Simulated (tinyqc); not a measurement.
# Schottky barrier on an n-type semiconductor, non-linear Poisson equation by Newton steps: Capacitance-voltage profiling

One dimension, metal at x = 0, donor density C(x) = Nd, uniform. Energies are counted from the electron Fermi level of the semiconductor and the conduction-band edge is Ec = -psi, so n = Nc exp(psi/Vt); holes follow the Fermi level of the metal, at -V, so p = Nv exp((V - psi - Eg)/Vt). Ends: psi(0) = V - phiB and psi = Vt ln(Nd/Nc) deep inside. Boltzmann statistics, full ionisation, no current, no image force in the Poisson equation.

The Poisson equation d/dx(eps0 eps_r dpsi/dx) = -q (p - n + C) is solved on a mesh of about 1000 nodes or more that ends in neutral material. C_s = q d/dV of the integral of n over x, from the linearised equation. Probed depth w = eps0 eps_r/C_s; apparent doping N_app = C_s^3/(q eps0 eps_r dC_s/dV), the derivative by central differences over +/- 0.02 V.

Values chosen for this exercise; band and dielectric values close to those of In0.53Ga0.47As: temperature T = 300 K; band gap Eg = 0.754 eV; relative permittivity eps_r = 13.7; conduction-band density of states at T Nc = 2.13e17 cm^-3; valence-band density of states at T Nv = 7.68e18 cm^-3; donor density deep in the semiconductor Nd = 2.2e16 cm^-3; barrier height phiB = 0.48 eV.

Constants: q = 1.602176634e-19 C, kB = 1.380649e-23 J/K, Vt = kB T/q, eps0 = 8.8541878128e-14 F/cm where lengths are in cm. Results are converted to the units shown.

The same in every row: true C(w) (cm^-3) = 2.200e16.

Results:
```
V (V)	C_s (nF/cm^2)	w (nm)	N_app (cm^-3)	|E_0| (kV/cm)
0	73.53	165.0	2.196e16	47.95
-0.38	52.51	231.0	2.199e16	67.14
-0.75	43.20	280.8	2.200e16	81.60
-1.5	33.58	361.2	2.200e16	105.0
-1.88	30.65	395.7	2.200e16	115.0
-2.25	28.43	426.7	2.200e16	124.0
-2.62	26.63	455.6	2.200e16	132.4
-3	25.09	483.4	2.200e16	140.5
```

Estimate the missing row, V = -1.12 V.

Computed row:
```
V (V)	C_s (nF/cm^2)	w (nm)	N_app (cm^-3)	|E_0| (kV/cm)
-1.12	37.56	323.0	2.200e16	93.85
```

With this row back in the table: C_s falls from 73.5 to 25.1 nF/cm^2 while the probed depth goes from 165 to 483 nm. The apparent doping stays near 2.20e16 cm^-3. It departs most from the true doping at that depth for V = 0 V, where it is 0.17 % below it; so the doping is read well over the depths probed.

tinyqc, about 0.04 s, one thread, Intel Xeon 2.30GHz (shared host): `OMP_NUM_THREADS=1 python tinyqc.py 2020121 2020122 out.jsonl`
